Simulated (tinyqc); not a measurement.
Density dependence: plasmons of a degenerate electron gas in the random-phase approximation.

Zero temperature, parabolic band: kF = (3 pi^2 n)^(1/3), EF = c kF^2/m, Ep^2 = 8 pi c e2 n/(m eb), qTF^2 = 6 pi e2 n/(eb EF), c = hbar^2/2m0, e2 = e^2/(4 pi eps0), n in 1/angstrom^3 (1e-24 per 1/cm^3).

Lindhard function: eps(q, E)/eb = 1 + (qTF/q)^2 (f1 + i f2) with z = q/(2 kF), u = E/(hbar vF q), hbar vF = 2 c kF/m; f1 = 1/2 + [h(z - u) + h(z + u)]/(8 z), h(x) = (1 - x^2) ln|(x + 1)/(x - 1)|; f2 = pi u/2 for z + u < 1, (pi/(8 z))(1 - (z - u)^2) for |z - u| < 1 < z + u, else 0. Pairs exist for c (q^2 - 2 q kF)/m < E < c (q^2 + 2 q kF)/m.

Constants: hbar^2/2m0 = 3.80998211 eV angstrom^2; e^2/(4 pi eps0) = 14.39964547 eV angstrom; a0 (Bohr radius) = 0.5291772105 angstrom.

Inputs chosen for the exercise (out of a larger set: a free-electron density near that of Li; not measured data):
- n = 4.79e+22 1/cm^3 (electron density)
- m = 1 m0 (mass)
- eb = 1 (background dielectric constant)

n is multiplied by the factor listed.

Results:
```
factor     rs  EF (eV)  Ep (eV)  Ep/EF  qc/kF  alpha = 3 EF/(5 Ep)
0.10    6.954    1.036    2.570  2.480  1.160                0.242
0.20    5.520    1.645    3.634  2.210  1.065                0.272
0.50    4.067    3.030    5.747  1.897  0.951                0.316
1.0     3.228    4.809    8.127  1.690  0.873                0.355
2.0     2.562    7.635    11.49  1.505  0.800                0.399
5.0     1.888    14.06    18.17  1.292  0.713                0.464
10      1.498    22.32    25.70  1.151  0.653                0.521
```

Over two decades Ep grows by 10.0 (n^(1/2)) and EF by 21.5 (n^(2/3)), so Ep/EF falls from 2.480 to 1.151 as sqrt(rs), and qc/kF from 1.160 to 0.653: in a dense gas the plasmon enters the continuum earlier on the scale of kF. alpha is the coefficient in E = Ep + alpha hbar^2 q^2/(m m0). The random-phase values are only rough in the rows with rs above about 2 (up to 7.0 here).

Program tinyqc; command `OMP_NUM_THREADS=1 python tinyqc.py 1681056 1681057 out.jsonl`; about 0.01 s on one thread of a shared Intel(R) Xeon(R) Processor @ 2.30GHz.
